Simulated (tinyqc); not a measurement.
Inside a calculation: metal-induced gap states at the contact of a metal chain and a two-band chain. Values are carried at full precision from step to step, so a last printed digit may differ when a step is redone from the rounded ones.

The semiconductor alternates sites A at -Eg/2 and C at +Eg/2 with hopping -t; the gap runs from -Eg/2 to Eg/2. In the gap cosh(q a) = 1 + (Eg^2/4 - E^2)/(2 t^2) and the amplitude changes by -exp(-q a) a period. The metal has site energy 0 and hopping -tm; its end site has g_m = (E - i sqrt(4 tm^2 - E^2))/(2 tm^2). Sites 1, 2, ... count into the semiconductor, with energies e1, e2 alternating. The clean half chain has g1 = 1/(E - e1 - t^2 g2), g2 = 1/(E - e2 - t^2 g1), decaying root. With the contact G11 = 1/(1/g1 - tc^2 g_m), and the density on site j is -Im G_jj/pi = |psi_j/psi_1|^2 (-Im G11/pi), per spin, with psi_2/psi_1 = -t g2, psi_3/psi_2 = -t g1.

Constants: e^2/(4 pi eps0) = 14.39964547 eV angstrom.

Inputs chosen for the exercise (gap and optical dielectric constant near those of SiO2; the chain itself is a model; not measured data):
```
symbol  value  unit      meaning
Eg      9.07   eV        gap
t       1.98   eV        hopping in the semiconductor
a       3.1    angstrom  period (two sites); one chain for each area a^2
E       1.66   eV        energy from mid-gap
tm      3.63   eV        hopping in the metal
tc      1.17   eV        hopping across the contact
end     A                site that touches the metal
eps     2.2              dielectric constant
```

## Decay in the gap

Form cosh(q a), l = exp(-q a), q and the decay length 1/(2q) of the density.

cosh(q a) = 3.27153
l = 0.15658
q = 0.59812 1/angstrom
xi, the decay length of the density = 0.836 angstrom

## Green functions

The decaying root is g1 = (1 - l)/(E - e1), g2 = (1 - l)/(E - e2), l = exp(-q a). Form them, g_m and G11.

g1, g2 (1/eV): 0.13615  -0.29336

g_m = 0.06299-0.26818i 1/eV
G11 = 0.13741-0.00695i 1/eV

## Density site by site

D1 = -Im G11/pi, D2 = (t g2)^2 D1, and each further period multiplies by l^2. The sum over all sites is (D1 + D2)/(1 - l^2). The Green functions stand in the order g1, g2.

density on sites 1 to 8 (1/eV): 0.00221  0.00075  0.00005  0.00002  0.00000  0.00000  0.00000  0.00000

Ds, the density per spin summed over the semiconductor = 0.00303 1/eV

The first period holds 98 % of the gap states at this energy.

## Pinning factor

Gap states per area N = 2 Ds/a^2 (two spins). Charge in them sits a distance xi from the metal, so S = 1/(1 + 4 pi e^2 N xi/eps), e^2 meaning e^2/(4 pi eps0); S is the change of the barrier per change of the metal work function.

N = 6.312e+12 1/(eV cm^2)
4 pi e^2 N xi/eps = 0.0434
S = 0.9584

Weak pinning, nearer the Schottky limit S = 1.

## Checks

- g1 from the closed form against decimation: both 0.136145.

Computed by tinyqc, a small Python program: `OMP_NUM_THREADS=1 python tinyqc.py 1450978 1450979 out.jsonl` (the numbers bound the seed that draws the inputs); one thread of a shared host (Intel(R) Xeon(R) Processor @ 2.30GHz), about 0.01 s for the whole set of steps.
